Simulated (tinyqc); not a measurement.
## Trap and transport parameters from the curve

Question. A layer shows an ohmic current q n0 mu V/L, then a square law (9/8) th eps0 eps_r mu V^2/L^3 above Vx = 8 q n0 L^2/(9 th eps0 eps_r), and trap filling at V_TFL = q Nt L^2/(2 eps0 eps_r). th = y/(1 + y), y = (Nc/Nt) exp(-Et/kB T). The square-law current at V is given. Find th, n0, Nt and Et.

Parameters, values chosen for the exercise: temperature T = 350 K; relative permittivity eps_r = 10.6; mobility mu = 0.00011 cm^2/(V s); thickness L = 4900 nm; band density of states Nc = 1.5e20 cm^-3; voltage V = 4.5 V.

Constants: q = 1.602176634e-19 C, kB = 1.380649e-23 J/K, Vt = kB T/q, eps0 = 8.8541878128e-14 F/cm where lengths are in cm. Results are converted to the units shown.

Mott-Gurney J = 3.4781084e-8 A/cm^2
Vx = 0.39787121 V
V_TFL = 57.382041 V

Answer. The square law gives th, Vx gives n0, V_TFL gives Nt, and th with Nt gives Et.

th = 0.00174
n0 = 1.90e10 cm^-3
Nt = 2.80e15 cm^-3
Et = 0.520 eV

tinyqc, about 0.01 s, one thread, Intel Xeon 2.30GHz (shared host): `OMP_NUM_THREADS=1 python tinyqc.py 2370042 2370043 out.jsonl`
